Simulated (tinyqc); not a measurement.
Ballistic conductance of a hard-wall strip of a two-dimensional electron gas by counting modes: two steps of the calculation.

Subband edges E_n = C (n pi/W)^2/m, n = 1, 2, ...; C = hbar^2/(2 m0). Every mode transmits fully; spin gives the factor 2 in 2 q^2/h, valleys the factor gv.

Values chosen for this exercise: temperature T = 300 K; mass m = 0.21 m0; valleys gv = 2; Fermi energy above the 2D band edge Ef = 0.069 eV; width W = 37 nm; highest subband edge listed Et = 0.172 eV.

Constants: q = 1.602176634e-19 C, kB = 1.380649e-23 J/K, hbar = 1.054571817e-34 J s, h = 6.62607015e-34 J s, m0 = 9.1093837015e-31 kg, Vt = kB T/q, hbar^2/(2 m0) = 0.0380998212 eV nm^2. Results are converted to the units shown.

Problem 1. Subband edges and their occupation. List the edges below Et; each adds its degeneracy times f = 1/(1 + exp((E_n - Ef)/Vt)) to the thermal mode count.

Find: edge; degeneracy; f.

Solution 1.

```
mode  edge (eV)  degeneracy       f
1        0.0013           1  0.9320
2        0.0052           1  0.9218
3        0.0118           1  0.9015
4        0.0209           1  0.8652
5        0.0327           1  0.8028
6        0.0471           1  0.7001
7        0.0641           1  0.5473
8        0.0837           1  0.3615
9        0.1059           1  0.1932
10       0.1308           1  0.0839
11       0.1583           1  0.0307
```

Problem 2. Conductance and ballistic resistance. G = (2 q^2/h) gv M; at zero temperature M counts the edges below Ef, at T it is the sum of degeneracy times f. The smooth (Sharvin) count is kF W/pi, kF = sqrt(m Ef/C), and with the boundary term kF W/pi - 1/2. The sum runs over the edges listed.

```
mode   edge (eV)  degeneracy           f
1     0.00130798           1  0.93203924
2     0.00523191           1  0.92177126
3     0.01177179           1  0.90147181
4     0.02092762           1  0.86524129
5     0.03269941           1  0.80284468
6     0.04708715           1  0.70006906
7     0.06409085           1  0.54733147
8     0.08371050           1  0.36146128
9     0.10594610           1  0.19323290
10    0.13079765           1  0.08390462
11    0.15826516           1  0.03068159
```

Wanted: M at zero temperature; M at T; G; resistance 1/G; smooth count.

Solution 2.

M at zero temperature = 7
M at T = 6.340
G = 982.5 uS
resistance 1/G = 1.018 kohm
smooth count = 7.263

The smooth count is 15 % above M at T. With the boundary term it is 6.76.

Program tinyqc, `OMP_NUM_THREADS=1 python tinyqc.py 2740016 2740017 out.jsonl`; Intel Xeon 2.30GHz, shared host, one thread, about 0.04 s.
